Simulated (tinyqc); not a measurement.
Deep trap from a strong local potential in a two-band host (Koster-Slater model with semi-elliptic bands): one step, computed by the program tinyqc. Command: `OMP_NUM_THREADS=1 python tinyqc.py 3006093 3006094 out.jsonl deeptrap walk`. One thread of a shared host (Intel(R) Xeon(R) Processor @ 2.30GHz), about 0.02 s of CPU time with the checks.

The valence band spans -2 W_v to 0 and the conduction band E_g to E_g + 2 W_c. The orbital at the impurity site has weight f_v in the valence band and 1 - f_v in the conduction band, each spread as a semi-ellipse (2/(pi W^2)) sqrt(W^2 - x^2) about the band centre. The impurity adds U to this orbital. Spin is left out.

Question. Green function at the trial energy. In the gap G(E) = f_v (2/W_v^2)[x - sqrt(x^2 - W_v^2)] - (1 - f_v)(2/W_c^2)[y - sqrt(y^2 - W_c^2)], x = E + W_v, y = E_g + W_c - E. The potential that would put a level at E is U = 1/G(E).

Inputs (values chosen for the exercise, for a model semiconductor):
```
quantity,value,unit
gap E_g,2.19,eV
half-width of the valence band W_v,5.5,eV
half-width of the conduction band W_c,3.7,eV
valence weight f_v of the site orbital,0.44,-
trial energy E,0.361,eV
```

Give: valence part; conduction part; G(E); potential needed.

Answer.

valence part = 0.1116 1/eV

conduction part = -0.1162 1/eV

G(E) = -0.004625 1/eV

potential needed = -216.2 eV
